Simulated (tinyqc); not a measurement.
## Transit time and capacitance from two cut-off frequencies

Question. 1/(2 pi fT) = tauF + Vt C/JC, C the sum of the junction capacitances per area. Find C, tauF and the limit of fT at high current.

Inputs (values chosen for the exercise): temperature T = 250 K.

Constants: q = 1.602176634e-19 C, kB = 1.380649e-23 J/K, Vt = kB T/q. Results are converted to the units shown.

JC (mA/um^2): 0.027  0.28
fT (GHz): 22.264565  50.573228

Solution. The delay is a straight line in 1/JC with slope Vt C and intercept tauF.

C = 5.550 fF/um^2
tauF = 2.720 ps
limit of fT = 58.51 GHz

Computed by the program tinyqc: `OMP_NUM_THREADS=1 python tinyqc.py 2320126 2320127 out.jsonl`, one thread of a shared Intel Xeon 2.30GHz, about 0.01 s for the whole run.
